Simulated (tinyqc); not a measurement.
Fermi level and growth conditions: formation energy of a charged point defect from supercell energies. Computed by tinyqc, a small Python program. Command: `OMP_NUM_THREADS=1 python tinyqc.py 3007881 3007882 out.jsonl formation walk`. One thread of a shared host (Intel(R) Xeon(R) Processor @ 2.30GHz), about 0.01 s of CPU time with the checks.

The host is a compound AB. Making the defect adds n_A = 1, n_B = 0 atoms to the cell. All total energies are inputs. E_F is counted from the valence-band maximum (VBM); x = 0 is A-rich and x = 1 B-rich growth.

Inputs (values chosen for the exercise, with gap and screening modelled on AlN):

| quantity | value | unit |
|---|---|---|
| gap E_g | 5.92 | eV |
| E_VBM of the host cell | 4.425 | eV |
| potential alignment dV | -0.044 | eV |
| dielectric constant eps | 8.24 | - |
| cell length L | 21 | angstrom |
| mu_A of the pure element | -4.905 | eV |
| formation enthalpy dH of AB | -2.19 | eV |
| growth condition x | 0.37 | - |

Defect: A interstitial. Supercell lattice: fcc.

charge states q: 0  -1  -2

E(defect, q) - E(host), in the order of q (eV): -0.292  5.067  11.406

Constants: e^2/(4 pi eps_0) = 14.39964548 eV angstrom.

Method:
- dmu_A = x dH and dmu_B = (1 - x) dH, so that dmu_A + dmu_B = dH; mu = mu(element) + dmu.
- The reservoir term is sum n_i mu_i.
- Image-charge correction of a point charge in a neutralising background: E_corr = q^2 alpha e^2/(4 pi eps_0) / (2 eps L), alpha = 2.888282 for a fcc array with L the cube root of the volume.
- E_f(q, E_F) = [E(defect, q) - E(host)] - sum n_i mu_i + q (E_VBM + dV + E_F) + E_corr(q).
- Each entry is the lowest E_f over q.

E_f(q, 0) (eV): (q=0) 5.42330, (q=-1) 6.52148, (q=-2) 8.84000

sum n_i mu_i = -5.7153 eV

Lowest formation energy (eV):

| E_F (eV) | stable q | A-rich, x = 0 | x = 0.5 | B-rich, x = 1 |
|---|---|---|---|---|
| 0.00 | 0 | 4.6130 | 5.7080 | 6.8030 |
| 0.74 | 0 | 4.6130 | 5.7080 | 6.8030 |
| 1.48 | -1 | 4.2312 | 5.3262 | 6.4212 |
| 2.22 | -1 | 3.4912 | 4.5862 | 5.6812 |
| 2.96 | -2 | 2.1097 | 3.2047 | 4.2997 |
| 3.70 | -2 | 0.6297 | 1.7247 | 2.8197 |
| 4.44 | -2 | -0.8503 | 0.2447 | 1.3397 |
| 5.18 | -2 | -2.3303 | -1.2353 | -0.1403 |
| 5.92 | -2 | -3.8103 | -2.7153 | -1.6203 |

What does the comparison show, and why?

Going from A-rich to B-rich growth shifts every line by +2.190 eV and moves no transition level. The slope of the envelope is the stable charge, so E_f is highest in the rows from E_F = 0 to 0.740 eV, where the neutral state is stable: the defect forms most easily in n-type material. Under A-rich growth E_f turns negative for part of the gap, so in equilibrium E_F cannot enter that part. Under B-rich growth E_f turns negative for part of the gap, so in equilibrium E_F cannot enter that part.

Extremes, crossings and ranges named in words are read from the listed rows.
